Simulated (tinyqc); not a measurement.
Born-Oppenheimer dynamics on the RHF/3-21g surface (energies and gradients from PySCF), for H3+, spin multiplicity 1, step by step. Computed by tinyqc, a small Python program that keeps every step (integrals from PySCF). Settings: charge = 1, multiplicity = 1, basis = 3-21g, time step (fs) = 0.5, steps = 24. Command: `OMP_NUM_THREADS=1 python tinyqc.py 25006 25007 out.jsonl` (the two numbers bound the seeds that draw the settings). One thread of a shared host (Intel(R) Xeon(R) Processor @ 2.60GHz), about 0.9 s of CPU time with the checks.

positions (bohr):
```
            x          y          z
1H  -0.009449  -0.045353  -0.047243
2H  -0.022677  -0.083148   1.585480
3H   0.071810   1.381390   0.740773
```

The total energy should stay constant up to terms of order dt^2; the step counts as short enough if it moves by less than 2 % of the largest kinetic energy.

Trajectory:
```
time (fs)  1H-2H (angstrom)  potential (hartree)  kinetic (hartree)  total (hartree)
0.000000           0.864260          -1.26910431         0.00072876      -1.26837556
0.500000           0.862722          -1.26898077         0.00060694      -1.26837383
1.000000           0.858791          -1.26903467         0.00065854      -1.26837613
1.500000           0.852853          -1.26923017         0.00084875      -1.26838142
2.000000           0.845573          -1.26948450         0.00109670      -1.26838780
2.500000           0.837842          -1.26969883         0.00130598      -1.26839286
3.000000           0.830706          -1.26979645         0.00140198      -1.26839448
3.500000           0.825234          -1.26975545         0.00136358      -1.26839188
4.000000           0.822359          -1.26961942         0.00123302      -1.26838641
4.500000           0.822704          -1.26947523         0.00109408      -1.26838115
5.000000           0.826436          -1.26940500         0.00102582      -1.26837918
5.500000           0.833209          -1.26943924         0.00105769      -1.26838155
6.000000           0.842216          -1.26954112         0.00115457      -1.26838654
6.500000           0.852328          -1.26963284         0.00124194      -1.26839090
7.000000           0.862286          -1.26964571         0.00125372      -1.26839199
7.500000           0.870877          -1.26956095         0.00117165      -1.26838930
8.000000           0.877079          -1.26941831         0.00103392      -1.26838439
8.500000           0.880150          -1.26929258         0.00091280      -1.26837978
9.000000           0.879678          -1.26925477         0.00087709      -1.26837768
9.500000           0.875607          -1.26933691         0.00095762      -1.26837929
10.000000          0.868246          -1.26951350         0.00112914      -1.26838435
10.500000          0.858261          -1.26970610         0.00131506      -1.26839104
11.000000          0.846653          -1.26981293         0.00141670      -1.26839623
11.500000          0.834698          -1.26975795         0.00136137      -1.26839658
12.000000          0.823834          -1.26954129         0.00115071      -1.26839058
```

Is the time step short enough?

Yes. The total energy moves within 2.3e-05 hartree, under 2 % of the largest kinetic energy.
